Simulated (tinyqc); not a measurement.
From barrier W* back to change of interface energy gamma: thermodynamics of metal silicides: hull, first phase, silicon consumed, nucleation and stability against SiO2. Computed by tinyqc, a small Python program. Command: `OMP_NUM_THREADS=1 python tinyqc.py 3005113 3005114 out.jsonl silphase inv`. One thread of a shared host (Intel(R) Xeon(R) Processor @ 2.30GHz), about 0.01 s of CPU time with the checks.

Entropies of formation of the solids are neglected, so heats stand for free energies. Si fractions: M5Si3 0.3750, MSi 0.5000, MSi2 0.6667.

Inputs (values chosen for the exercise, of the order of those of titanium silicides for heats and volumes only): heat of formation of MSi = -65.3 kJ/mol atoms; heat of formation of MSi2 = -45.3 kJ/mol atoms; temperature T = 600 K.

Phases: M5Si3, MSi, MSi2.

volumes of the three phases per mole of M (cm^3/mol): [15.1, 17.7, 25.7]

Constants: e = 1.602176634e-19 C; k_B = 8.617333262e-05 eV/K.

Method. Where free silicon remains, MSi + Si -> MSi2 gains dH = 3 H(MSi2) - 2 H(MSi) per mole of M; per volume dG = |dH|/V(MSi2); r* = 2 gamma/dG, W* = 16 pi gamma^3/(3 dG^2). For comparison the same with MSi forming from the elements, 2 |H(MSi)|/V(MSi).

Problem. A run gave the result below. Find the change of interface energy gamma, known to lie between 0.27 and 0.52 J/m^2.

barrier W* = 65.7304 eV

Solution.

Each step takes the trial c = (a f_b - b f_a)/(f_b - f_a), f being the result less the target and a, b, c the logarithms of the listed values; c replaces end b, the old b replaces a if the sign of f changed, and otherwise f_a is halved.

Scan of the range:
```
change of interface energy gamma (J/m^2)  barrier W* (eV)
0.270                                              48.400
0.301                                              67.058
0.336                                              93.276
0.375                                             129.672
0.418                                             179.590
0.466                                             248.834
0.520                                             345.750
```

False position (Illinois rule, in the logarithm of the input) inside the bracket:
```
step     end a     end b     trial  barrier W* (eV)
1     0.270000  0.301000  0.298681          65.5201
2     0.301000  0.298681  0.298997          65.7283
3     0.301000  0.298997  0.299003          65.7325
4     0.298997  0.299003  0.299000          65.7304
```

Barrier W* rises at every point of a 13-point scan of the range (every second point is shown), so one value fits; it is bracketed by 0.270 and 0.301. The scan shows a pure power law with exponent 3.000, so scaling from any one row also gives the answer directly. Answer: change of interface energy gamma = 0.2990 J/m^2.
